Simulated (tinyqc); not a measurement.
Single-photon avalanche diode, trigger probability and counting: two steps of the calculation.

A multiplication layer of width W with the uniform field V/W; alpha = an exp(-bn/E) for electrons, beta = ap exp(-bp/E) for holes (local model, no dead space). a = alpha W, b = beta W. Electrons enter at x = 0, holes at x = W. P0 is the probability that an electron entering at 0 starts a lasting avalanche, PW the same for a hole entering at W.

Parameters, values chosen for the exercise; ionisation coefficients close to those of silicon: excess bias Vx = 1.5 V; probability that a photon makes a pair that enters the layer eta = 0.41; thermal generation rate in the layer Gd = 34000 1/s; dead time td = 50 ns; diode capacitance Cd = 28 fF; quench resistance Rq = 200 kohm; trapping probability per avalanche carrier pa = 2.5e-7; trap release time tt = 3.3 ns; photon rate nph = 3.3e5 1/s.

Constants: q = 1.602176634e-19 C. Results are converted to the units shown.

Task 1. Trigger probability by substitution. PW = 1 - (1 - P0)^(b/a); P0(new) = PW/(PW + (1 - PW) exp(b - a)).

P0 after iteration 1 = 0.51510485
a = 2.3611657
b = 0.54081725

Give: PW; P0 after iteration 2.

Result 1.

PW = 0.15278
P0 after iteration 2 = 0.52681

Task 2. Detection, dark counts, afterpulses and dead-time loss. Pm is the mean trigger probability of pairs made evenly in the layer. PDP = eta P0; dark counts Gd Pm; avalanche charge Cd Vx/q; afterpulse probability pa (Cd Vx/q) exp(-td/tt) Pm; true rate n = nph PDP + dark counts; measured n/(1 + n td) (non-paralysable) or n exp(-n td) (paralysable); recharge time Rq Cd.

P0 = 0.56350281
Pm = 0.35108648

Give: PDP; dark counts; avalanche charge; afterpulse probability; true rate; measured, non-paralysable; measured, paralysable; recharge time.

Result 2.

PDP = 0.23104
dark counts = 11937 1/s
avalanche charge = 2.6214e5 electrons
afterpulse probability = 6.0489e-7 %
true rate = 88179 1/s
measured, non-paralysable = 87792 1/s
measured, paralysable = 87791 1/s
recharge time = 5.6000 ns

Dead time hides 0.44 % of the events in the first model and 0.44 % in the second.

tinyqc, about 0.01 s, one thread, Intel Xeon 2.30GHz (shared host): `OMP_NUM_THREADS=1 python tinyqc.py 2630026 2630027 out.jsonl`
